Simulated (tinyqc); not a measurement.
Cluster expansion of a binary alloy: correlations, fit, cross-validation and ground states: one step, computed by the program tinyqc.

s = +1 for A and -1 for B. Energy per site E = J0 + J1 P(point) + sum over clusters of m V P, with P the mean product of spins; V > 0 on a pair favours unlike neighbours. Clusters per site m: pair 1 2, pair 2 2, pair 3 2, triplet 4; the triplet is two first-neighbour bonds at a right angle. Formation energies are counted from the line between pure A and pure B, which removes J0 and J1.

Problem. The random alloy and its short-range order. Random alloy: P(pair) = p^2, P(triplet) = p^3, p = 1 - 2x, so H_mix = (p^2 - 1) sum m V(pairs) + (p^3 - p) m Vt; G_mix = H_mix + k_B T [x ln x + (1 - x) ln(1 - x)]. To first order in 1/T the Warren-Cowley parameter of shell 1 is alpha_1 = -(1 - p^2) V_eff/(k_B T), V_eff = V1 + (number of triplets on a first-neighbour bond) p Vt, that number being 4.

Inputs (values chosen for the exercise, for a model alloy):
```
quantity                    value  unit
first-pair interaction V1    32.2   meV
second-pair interaction V2   -8.7   meV
third-pair interaction V3   -0.99   meV
triplet interaction Vt       -3.9   meV
temperature T                2100     K
fraction x of B              0.27     -
```

Lattice: square.

Constants: k_B = 8.617333262e-05 eV/K.

Give: mixing enthalpy H_mix; mixing free energy G_mix; alpha_1.

Solution.

mixing enthalpy H_mix = -29.84 meV/site

mixing free energy G_mix = -135.4 meV/site

alpha_1 = -0.1090

alpha_1 < 0: unlike neighbours are preferred.
